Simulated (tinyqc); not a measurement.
Six-band Luttinger-Kohn model with strain, step by step. Values are carried at full precision from step to step, so a last printed digit may differ when a step is redone from the rounded ones.

Constants: hbar^2/2m0 = 3.80998211 eV angstrom^2.

Inputs chosen for the exercise (near those of InSb; shifted at random, so the results belong to these values and not to a real crystal):
- C11 = 67.8 GPa
- C12 = 36.1 GPa
- C44 = 31.9 GPa
- load = uniaxial [100] (kind of stress)
- X = -1.56 GPa (stress)
- Dso = 0.779 eV (spin-orbit splitting)
- g1 = 35.01 (Luttinger gamma1)
- g2 = 15.56 (gamma2)
- g3 = 16.41 (gamma3)
- av = 0.35 eV (valence hydrostatic potential)
- b = -1.94 eV (tetragonal shear potential)
- d = -4.56 eV (trigonal shear potential)
- k = (-0.002, 0.007, 0.002) 1/angstrom (wave vector)
- kmax = 0.015 1/angstrom (end of the path)

## Strain from a uniaxial [100] stress

s11 = (C11 + C12)/((C11 - C12)(C11 + 2 C12)), s12 = -C12/((C11 - C12)(C11 + 2 C12)), s44 = 1/C44; exx = s11 sxx + s12 (syy + szz) and cyclic, exy = s44 sxy/2; tension is positive. A uniaxial stress X along the unit vector n is s_ij = X n_i n_j.

s11, s12, s44 (1/TPa): 23.4114  -8.1343  31.3480

strain tensor:
```
           x         y         z
x  -0.036522  0.000000  0.000000
y   0.000000  0.012689  0.000000
z   0.000000  0.000000  0.012689
```

The volume changes by -1.114 %; there is no shear in the cubic axes, so d does not enter.

## The terms P, Q, R, S at one k

P = c g1 k^2 - av tr(e); Q = c g2 (kx^2 + ky^2 - 2 kz^2) - (b/2)(exx + eyy - 2 ezz); R = c sqrt3 [-g2 (kx^2 - ky^2) + 2i g3 kx ky] + (sqrt3/2) b (exx - eyy) - i d exy; S = 2 c sqrt3 g3 (kx - i ky) kz - d (exz - i eyz); c = hbar^2/2m0, e the strain tensor (not engineering shear).

Form the four terms.

Terms (eV):
```
term             from k  from strain
P               0.00760      0.00390
Q               0.00267     -0.04774
R      0.00462-0.00303i      0.08268
S     -0.00087-0.00303i      0.00000
```

## The Hamiltonian

Six-band Luttinger-Kohn model in the basis |3/2,3/2>, |3/2,1/2>, |3/2,-1/2>, |3/2,-3/2>, |1/2,1/2>, |1/2,-1/2>, electron energies, zero at the top of the unstrained valence band. H = -[rows: (P+Q, -S, R, 0, -S/r2, r2 R); (-S*, P-Q, 0, R, -r2 Q, r32 S); (R*, 0, P-Q, S, r32 S*, r2 Q); (0, R*, S*, P+Q, -r2 R*, -S*/r2); (-S*/r2, -r2 Q, r32 S, -r2 R, P+Dso, 0); (r2 R*, r32 S*, r2 Q, -S/r2, 0, P+Dso)], r2 = sqrt(2), r32 = sqrt(3/2). Levels are twofold.

Each term is the sum of its two parts.

H(k) (eV), lower triangle (Hermitian):
```
                  3/2,3/2          3/2,1/2        3/2,-1/2         3/2,-3/2  1/2,1/2  1/2,-1/2
3/2,3/2            0.0336
3/2,1/2   -0.0009+0.0030i          -0.0566
3/2,-1/2  -0.0873-0.0030i                0         -0.0566
3/2,-3/2                0  -0.0873-0.0030i  0.0009-0.0030i           0.0336
1/2,1/2   -0.0006+0.0021i          -0.0637  0.0011+0.0037i   0.1235-0.0043i  -0.7905
1/2,-1/2  -0.1235-0.0043i   0.0011-0.0037i          0.0637  -0.0006-0.0021i        0   -0.7905
```

## Levels and their make-up

Diagonalise H. The weights add +m and -m and are averaged over each pair; m is taken along z.

levels from the top, each twofold (eV): 0.1082  -0.1097  -0.8121

weights:
```
               top  second  third
|3/2,+-3/2>  0.718   0.263  0.019
|3/2,+-1/2>  0.258   0.737  0.005
|1/2,+-1/2>  0.023   0.000  0.977
```

The top pair is 72 % |3/2,+-3/2>, the second pair is 74 % |3/2,+-1/2> and the third pair is 98 % |1/2,+-1/2>.

## Band edges at k = 0
Diagonalise H at k = 0. The weights add +m and -m (m along z) and are averaged over each pair.

edges from the top (eV): 0.1119  -0.0994  -0.8033

weights at k = 0:
```
               top  second  third
|3/2,+-3/2>  0.733   0.250  0.017
|3/2,+-1/2>  0.244   0.750  0.006
|1/2,+-1/2>  0.022   0.000  0.978
```

The stress splits the top two pairs by 211.3 meV, 8.17 times kT at 300 K (25.85 meV); the third lies 915.2 meV below the top, against Dso = 779 meV without stress.

## Polarisation of the edge transitions

In the basis X, Y, Z times spin, H(k = 0) has -Dso/3 + l exx + m (eyy + ezz) on the diagonal (cyclic) and n exy off it, l = av + 2 b, m = av - b, n = sqrt(3) d. Spin-orbit term (Dso/3) L.sigma on X, Y, Z with (L_k)_ij = -i epsilon_kij: <X+|H|Y+> = -i Dso/3, <X+|H|Z-> = Dso/3, <Y+|H|Z-> = -i Dso/3, <Z+|H|X-> = -Dso/3, <Z+|H|Y-> = i Dso/3, <X-|H|Y-> = i Dso/3, and their conjugates; + and - are the spin along z. The strength of a transition to an s-like conduction level for light polarised along the unit vector u is the weight of the orbital ux X + uy Y + uz Z in the valence state, summed over spin and averaged over the pair.

strain block of X, Y, Z (eV), lower triangle:
```
         X         Y         Z
X  0.18704
Y        0  -0.09937
Z        0         0  -0.09937
```

Relative strengths:
```
polarisation    top  second  third
[100]         0.798   0.000  0.202
[010]         0.101   0.500  0.399
[001]         0.101   0.500  0.399
[110]         0.450   0.250  0.300
[1-10]        0.450   0.250  0.300
[111]         0.333   0.333  0.333
```

The top pair is strongest for light along [100] (0.798) and weakest along [010] and [001] (0.101); without strain every direction has 1/3 on average over the fourfold top. For each polarisation the three pairs add up to 1.

## Hole masses at the edges

Curvature at k = 0: m/m0 = -2 c h^2/(E(h u) + E(-h u) - 2 E(0)) with h = 0.0002 1/angstrom along the unit vector u.

Hole masses (m0):
```
direction    top  second  third
[110]      0.022   0.037  0.031
[1-10]     0.022   0.037  0.031
[100]      0.013   0.257  0.044
[001]      0.075   0.020  0.024
```

Of the directions listed, the top pair is lightest along [100] (0.013) and heaviest along [001] (0.075). These masses hold only for hole energies well below the splitting of 211 meV.

## Bands along [110] and [001]

Six points from 0 to kmax in each direction.

Levels (eV):
```
direction  |k| (1/angstrom)     top   second    third  top, no stress  second, no stress
[110]                 0.000  0.1119  -0.0994  -0.8033          0.0000             0.0000
[110]                 0.003  0.1104  -0.1003  -0.8044         -0.0001            -0.0023
[110]                 0.006  0.1058  -0.1032  -0.8077         -0.0004            -0.0092
[110]                 0.009  0.0984  -0.1082  -0.8134         -0.0008            -0.0205
[110]                 0.012  0.0888  -0.1155  -0.8215         -0.0014            -0.0362
[110]                 0.015  0.0774  -0.1257  -0.8325         -0.0022            -0.0557
[001]                 0.000  0.1119  -0.0994  -0.8033          0.0000             0.0000
[001]                 0.003  0.1115  -0.1011  -0.8047         -0.0001            -0.0023
[001]                 0.006  0.1102  -0.1063  -0.8090         -0.0005            -0.0090
[001]                 0.009  0.1081  -0.1149  -0.8162         -0.0012            -0.0202
[001]                 0.012  0.1053  -0.1269  -0.8267         -0.0021            -0.0355
[001]                 0.015  0.1020  -0.1421  -0.8407         -0.0033            -0.0548
```

## Checks

- Levels against the same model in the basis X, Y, Z times spin: they agree to 1e-10 or better.

Program tinyqc; command `OMP_NUM_THREADS=1 python tinyqc.py 1050860 1050861 out.jsonl`; about 0.05 s on one thread of a shared Intel(R) Xeon(R) Processor @ 2.30GHz.
